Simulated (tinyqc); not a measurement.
The 3-omega method: a line heater on a substrate with a thin film: one step, computed by the program tinyqc. Command: `OMP_NUM_THREADS=1 python tinyqc.py 3028239 3028240 out.jsonl threeomega walk`. One thread of a shared host (Intel(R) Xeon(R) Processor @ 2.30GHz), about 0.01 s of CPU time with the checks.

A current at angular frequency omega = 2 pi f heats the line at 2 omega with the amplitude P per length; the temperature swing Delta T at 2 omega gives a voltage at 3 omega. The substrate is taken as semi-infinite and isotropic, and the heat capacity of heater and film is left out.

Problem. Conductivity from the slope. Delta T_s = (P/(pi kappa)) int_0^infinity (sin x/x)^2 / sqrt(x^2 + (q b)^2) dx with (q b)^2 = i |q b|^2, averaged over the heater width (12 Gauss-Legendre points on each of the pieces 0, 14 log-spaced edges from 1e-5 to 1, and multiples of pi to 40 pi; the tail adds 1/(4 (40 pi)^2)). Take the in-phase swing at f and at 2f; in the narrow-line limit kappa = P ln 2/(2 pi [Delta T(f) - Delta T(2f)]), whatever the film and the heater width.

Inputs (values chosen for the exercise, modelled on amorphous silicon on germanium):

| quantity | value | unit |
|---|---|---|
| substrate conductivity kappa | 61.8 | W/(m K) |
| substrate heat capacity C | 1.72 | 1e6 J/(m^3 K) |
| heater half-width b | 22 | micrometre |
| power amplitude per length P | 18 | W/m |
| current frequency f | 3300 | Hz |

in-phase Delta T_s = 0.1185512 K

Give: in-phase Delta T_s at 2f; kappa from the slope; error of the slope method.

Solution.

in-phase Delta T_s at 2f = 0.09150 K

kappa from the slope = 73.41 W/(m K)

error of the slope method = 18.79 %
